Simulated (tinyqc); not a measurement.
Circular transfer-length structure: two steps of the calculation.

A disc contact of radius r0 and a very wide ring contact from r1 = r0 + sp outwards lie on a thin layer; the metal has no resistance and the sheet resistance under the contacts equals Rsh.

Inputs (values chosen for the exercise): sheet resistance of the semiconductor layer Rsh = 1700 ohm/sq; specific contact resistivity rc = 4.6e-9 ohm cm^2; radius of the inner contact r0 = 0.43 um; gap between the contacts sp = 0.33 um.

Problem 1. The three parts of the resistance. Transfer length Lt = sqrt(rc/Rsh). R = (Rsh/2 pi) [(Lt/r0) I0(r0/Lt)/I1(r0/Lt) + ln(r1/r0) + (Lt/r1) K0(r1/Lt)/K1(r1/Lt)] with modified Bessel functions; for r0 >> Lt both ratios tend to 1.

Give: Lt; I0/I1; K0/K1; inner contact; gap; outer contact; R.

Solution 1.

Lt = 0.016450 um
I0/I1 = 1.0197
K0/K1 = 0.98935
inner contact = 10.554 ohm
gap = 154.09 ohm
outer contact = 5.7938 ohm
R = 170.44 ohm

The contacts make up 9.59 % of R.

Problem 2. The large-radius form. Large radius: R = (Rsh/2 pi) [Lt (1/r0 + 1/r1) + ln(r1/r0)], and linearised for sp << r0: Rsh (sp + 2 Lt)/(2 pi r0).

Wanted: large-radius R; linearised R.

Solution 2.

large-radius R = 170.30 ohm
linearised R = 228.34 ohm

Range of the model: Lt is below 20 nm, near the thickness of a real layer, where current spreads in depth and the line model fails.

Numbers from tinyqc (`OMP_NUM_THREADS=1 python tinyqc.py 2760065 2760066 out.jsonl`; about 0.01 s on one thread of a shared Intel Xeon 2.30GHz).
